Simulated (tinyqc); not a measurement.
# Worked calculation: modulation-doped quantum well, Poisson-Schroedinger loop

Computed by the program tinyqc: `OMP_NUM_THREADS=1 python tinyqc.py 2140031 2140032 out.jsonl`, one thread of a shared Intel Xeon 2.30GHz, about 1 s for the whole run. Printed values are rounded.

A well of width L centred at z = 0 between barriers Vb; effective-mass electrons, parabolic bands. The electrons come from donor sheets outside the mesh, a share fL of Ns on the left and the rest on the right, so the structure is neutral. Energies are counted from the band edge of the well, with U = 0 on the first node in the Hartree part.

Parameters, values chosen for the exercise; material values those of a made-up well: temperature T = 4.2 K; in-plane mass md = 0.0676 m0; barrier height Vb = 0.136 eV; relative permittivity (all layers) eps_r = 13.6; well width L = 32.8 nm; mesh step hz = 4.1 nm; sheet density of electrons Ns = 4.2e12 cm^-2; share of the donors on the left side fL = 1; applied field along z Fz = 0 kV/cm; mixing factor a = 1.

Constants: q = 1.602176634e-19 C, kB = 1.380649e-23 J/K, hbar = 1.054571817e-34 J s, m0 = 9.1093837015e-31 kg, Vt = kB T/q, eps0 = 8.8541878128e-14 F/cm where lengths are in cm, hbar^2/(2 m0) = 0.0380998212 eV nm^2. Results are converted to the units shown.

Range of the model: The highest level kept or the Fermi level comes near the barrier edge at an end of the mesh, so the hard walls there affect the result. The highest level kept holds over 3 % of the electrons, so higher levels would take a share too.

## Fixed part of the potential

```
node,z (nm)
1,-34.85
2,-30.75
3,-26.65
4,-22.55
5,-18.45
6,-14.35
7,-10.25
8,-6.15
9,-2.05
10,2.05
11,6.15
12,10.25
13,14.35
14,18.45
15,22.55
16,26.65
17,30.75
18,34.85
```

V0 = 0 in the well and Vb outside, plus q Fz z (1 kV/cm = 1e-4 eV/nm).

```
node,fixed potential V0 (eV)
1,0.136000
2,0.136000
3,0.136000
4,0.136000
5,0.136000
6,0.000000
7,0.000000
8,0.000000
9,0.000000
10,0.000000
11,0.000000
12,0.000000
13,0.000000
14,0.136000
15,0.136000
16,0.136000
17,0.136000
18,0.136000
```

## Round 1: levels and probability densities

```
node,self-consistent potential U at the start (eV)
1,0
2,0
3,0
4,0
5,0
6,0
7,0
8,0
9,0
10,0
11,0
12,0
13,0
14,0
15,0
16,0
17,0
18,0
```

mass on the intervals 1/2, 3/2, ... (mean of both at an interface) (m0): [0.111, 0.111, 0.111, 0.111, 0.111, 0.08755, 0.0641, 0.0641, 0.0641, 0.0641, 0.0641, 0.0641, 0.0641, 0.08755, 0.111, 0.111, 0.111, 0.111, 0.111]

Tridiagonal Hamiltonian with psi = 0 one step beyond both ends: H_ii = C (1/m_(i-1/2) + 1/m_(i+1/2))/hz^2 + V0_i + U_i, H_(i,i+1) = -C/(m_(i+1/2) hz^2), C = hbar^2/(2 m0). The lowest 3 level(s) are kept, normalised to hz sum |psi|^2 = 1.

levels (eV): E1 0.0033688, E2 0.0135066, E3 0.0301141

```
node,|psi|^2 of E1 (1/nm),|psi|^2 of E2 (1/nm),|psi|^2 of E3 (1/nm)
1,0.0000000,0.0000000,0.0000000
2,0.0000000,0.0000000,0.0000000
3,0.0000000,0.0000002,0.0000006
4,0.0000033,0.0000129,0.0000303
5,0.0002283,0.0007999,0.0015019
6,0.0106101,0.0329712,0.0499497
7,0.0248207,0.0503802,0.0283611
8,0.0388390,0.0329756,0.0009065
9,0.0474498,0.0048112,0.0412012
10,0.0474498,0.0048112,0.0412012
11,0.0388390,0.0329756,0.0009065
12,0.0248207,0.0503802,0.0283611
13,0.0106101,0.0329712,0.0499497
14,0.0002283,0.0007999,0.0015019
15,0.0000033,0.0000129,0.0000303
16,0.0000000,0.0000002,0.0000006
17,0.0000000,0.0000000,0.0000000
18,0.0000000,0.0000000,0.0000000
```

## Round 1: Fermi level and occupations

Level k holds N_k = D_k Vt ln(1 + exp((EF - E_k)/Vt)) with D = md m0 q/(pi hbar^2) per eV (spin included); EF is fixed by sum N_k = Ns.

EF = 0.0652406 eV
N_k (cm^-2): E1 1.74718e12, E2 1.46090e12, E3 9.91925e11

## Round 1: density, output potential and mixing

n_i = sum_k N_k |psi_k|^2 (converted to cm^-3). Hartree part by Gauss: on the interval after node i the enclosed sheet charge is S_i = fL Ns - hz sum_(j<=i) n_j, and U_(i+1) = U_i + q S_i hz/(eps0 eps_r) in eV, U_1 = 0. Mixing: U(new) = U + a (U(out) - U).

```
node,n (1e18 cm^-3),U(out) (eV),U after round 1 (eV)
1,0.00000,0.00000,0.00000
2,0.00000,0.22912,0.22912
3,0.00001,0.45823,0.45823
4,0.00055,0.68735,0.68735
5,0.03057,0.91645,0.91645
6,1.16252,1.14487,1.14487
7,1.45099,1.34729,1.34729
8,1.16932,1.51726,1.51726
9,1.30800,1.66107,1.66107
10,1.30800,1.77563,1.77563
11,1.16932,1.86093,1.86093
12,1.45099,1.92008,1.92008
13,1.16252,1.94678,1.94678
14,0.03057,1.94748,1.94748
15,0.00055,1.94749,1.94749
16,0.00001,1.94749,1.94749
17,0.00000,1.94749,1.94749
18,0.00000,1.94749,1.94749
```

## Course of the self-consistent loop

Start from U = 0. Stop when the largest |U(out) - U| is below 1e-7 eV, or after 40 rounds.

Course of the iteration:
```
round,level E1 (eV),EF (eV),largest |U(out) - U| (eV)
1,0.00336881,0.0652406,1.95
2,0.175025,0.323758,1.95
3,0.00516720,0.0670390,1.95
4,0.175025,0.323758,1.95
5,0.00516720,0.0670390,1.95
6,0.175025,0.323758,1.95
7,0.00516720,0.0670390,1.95
8,0.175025,0.323758,1.95
9,0.00516720,0.0670390,1.95
...,...,...,...
32,0.175025,0.323758,1.95
33,0.00516720,0.0670390,1.95
34,0.175025,0.323758,1.95
35,0.00516720,0.0670390,1.95
36,0.175025,0.323758,1.95
37,0.00516720,0.0670390,1.95
38,0.175025,0.323758,1.95
39,0.00516720,0.0670390,1.95
40,0.175025,0.323758,1.95
```

Not converged within 40 rounds: the residual has levelled off at one value. The lowest level moves up and down in turn: each round overcorrects the one before. Reruns converge within the same cap with Anderson mixing of depth 4 with a = 0.5 (28 rounds).
